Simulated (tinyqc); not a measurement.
Sp3 tight binding, zinc-blende lattice, step by step. One step of it, computed by the program tinyqc.

Problem. Levels at k. Diagonalise the Hermitian matrix.

H(k) at k (eV), lower triangle (Hermitian):
```
,a s,a px,a py,a pz,c s,c px,c py,c pz
a s,-11.890000
a px,0.000000,-6.020000
a py,0.000000,0.000000,-6.020000
a pz,0.000000,0.000000,0.000000,-6.020000
c s,-2.609568-1.334877i,-1.409810-0.772636i,1.176226+0.926072i,-0.490330-2.221505i,-11.890000
c px,1.409810+0.772636i,1.165279+0.596077i,0.705892+3.198138i,-1.693327-1.333198i,0.000000,-6.020000
c py,-1.176226-0.926072i,0.705892+3.198138i,1.165279+0.596077i,2.029600+1.112308i,0.000000,0.000000,-6.020000
c pz,0.490330+2.221505i,-1.693327-1.333198i,2.029600+1.112308i,1.165279+0.596077i,0.000000,0.000000,0.000000,-6.020000
```

Give: eigenvalues; weights |c|^2 of the basis functions.

Solution.

eigenvalues (eV): -15.6386  -12.1861  -10.3704  -10.2520  -5.7023  -2.7858  -1.7784  -1.1864

weights |c|^2 of the basis functions:
```
,band 1,band 2,band 3,band 4,band 5,band 6,band 7,band 8
a s,0.4680,0.2263,0.0341,0.0032,0.2368,0.0248,0.0001,0.0068
a px,0.0066,0.0964,0.2045,0.1341,0.0694,0.0912,0.2108,0.1870
a py,0.0064,0.0926,0.0454,0.3145,0.0477,0.0448,0.2834,0.1653
a pz,0.0190,0.0847,0.2161,0.0481,0.1462,0.3392,0.0058,0.1409
c s,0.4680,0.2263,0.0341,0.0032,0.2368,0.0248,0.0001,0.0068
c px,0.0066,0.0964,0.2045,0.1341,0.0694,0.0912,0.2108,0.1870
c py,0.0064,0.0926,0.0454,0.3145,0.0477,0.0448,0.2834,0.1653
c pz,0.0190,0.0847,0.2161,0.0481,0.1462,0.3392,0.0058,0.1409
```
